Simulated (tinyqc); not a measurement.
Drift layer from breakdown voltage and on-resistance.

Question. An ideal drift layer with a triangular field at breakdown has BV = Ec W/2, N = eps0 eps_r Ec/(q W) and Ron = W/(q mu N). Find Ec, W and N.

Parameters, values chosen for the exercise: relative permittivity eps_r = 9.63; electron mobility of the drift layer mu = 889 cm^2/(V s).

Constants: q = 1.602176634e-19 C, eps0 = 8.8541878128e-14 F/cm where lengths are in cm. Results are converted to the units shown.

BV = 391.63503 V
Ron = 0.020808176 mohm cm^2

Answer. Eliminating W and N gives Ron = 4 BV^2/(eps0 eps_r mu Ec^3), which yields Ec.

Ec = 3.39e3 kV/cm
W = 2.31 um
N = 7.80e16 cm^-3

Numbers from tinyqc (`OMP_NUM_THREADS=1 python tinyqc.py 2120059 2120060 out.jsonl`; about 0.05 s on one thread of a shared Intel Xeon 2.30GHz).
